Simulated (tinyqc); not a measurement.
Quantum-well laser, gain and threshold: two steps of the calculation.

One electron and one heavy-hole subband per well, parabolic, with equal sheet densities n of electrons and holes; k-conserving transitions, TE polarisation, no line broadening, so the gain starts as a step at E0 and peaks there. All wells are pumped alike.

Values chosen for this exercise; well values close to those of InGaN:
```
symbol    value    unit                           meaning
T           293       K                       temperature
E0         2.94      eV          lowest transition energy
me        0.199      m0            in-plane electron mass
mh         1.04      m0                in-plane hole mass
Nw            4                           number of wells
ai           15    1/cm                     internal loss
Lc         2000      um                     cavity length
A         1.6e8     1/s  defect recombination coefficient
B       0.00022  cm^2/s    radiative coefficient per well
C       4.3e-18  cm^4/s        Auger coefficient per well
eta        0.89                      injection efficiency
Wd            3      um                      stripe width
```

Constants: q = 1.602176634e-19 C, kB = 1.380649e-23 J/K, Vt = kB T/q. Results are converted to the units shown.

Question 1. Quasi-Fermi levels and threshold current. Fc = Vt ln(exp(n/Nc) - 1) above the electron subband edge, Fv = Vt ln(exp(n/Nv) - 1) below the hole subband edge; gain extends from E0 to E0 + Fc + Fv. Jth = q Nw (A n + B n^2 + C n^3)/eta at n = nth, Ith = Jth Wd Lc; differential efficiency of both facets eta am/(ai + am).

nth = 3.0763956e12 cm^-2
Nc = 2.0988953e12 cm^-2
Nv = 1.0969101e13 cm^-2
am = 6.0198640 1/cm

Find: Fc; Fv; width of the gain band; Jth; Ith; differential efficiency.

Answer 1.

Fc = 0.030379 eV
Fv = -0.028476 eV
width of the gain band = 0.0019026 eV
Jth = 1943.9 A/cm^2
Ith = 116.63 mA
differential efficiency = 0.25489

The electrons are degenerate and the holes not degenerate at the band edge. Defect, radiative and Auger recombination carry 18, 77 and 4.6 % of the threshold current. Transparency (g = 0) needs n = 3.00e12 cm^-2.

Question 2. Gain spectrum at threshold. At photon energy E: fe = 1/(1 + exp(((mr/me)(E - E0) - Fc)/Vt)), fh = 1/(1 + exp(((mr/mh)(E - E0) - Fv)/Vt)), g = g0(E0)(E0/E)(fe + fh - 1).

E - E0, point 0 to 7 (eV): [0, 0.0004, 0.0008, 0.0012, 0.0016, 0.002, 0.0024, 0.0028]
Fc = 0.030378639 eV
Fv = -0.028476045 eV
mr = 0.16703793 m0
g0(E0) = 24056.668 1/cm

Give: fe; fh; g.

Answer 2.

```
point      fe      fh  g (1/cm)
0      0.7691  0.2446     328.4
1      0.7667  0.2441     260.1
2      0.7643  0.2436     191.4
3      0.7619  0.2432     122.3
4      0.7595  0.2427      52.8
5      0.7571  0.2422     -17.0
6      0.7546  0.2418     -87.2
7      0.7521  0.2413    -157.8
```

The gain turns into absorption at E - E0 = Fc + Fv = 0.00190 eV (Bernard-Duraffourg condition), inside the listed range.

Range of the model: Polarisation fields, which separate electrons and holes in nitride wells and lower the gain, are left out.

Numbers from tinyqc (`OMP_NUM_THREADS=1 python tinyqc.py 2840047 2840048 out.jsonl`; about 0.01 s on one thread of a shared Intel Xeon 2.30GHz).
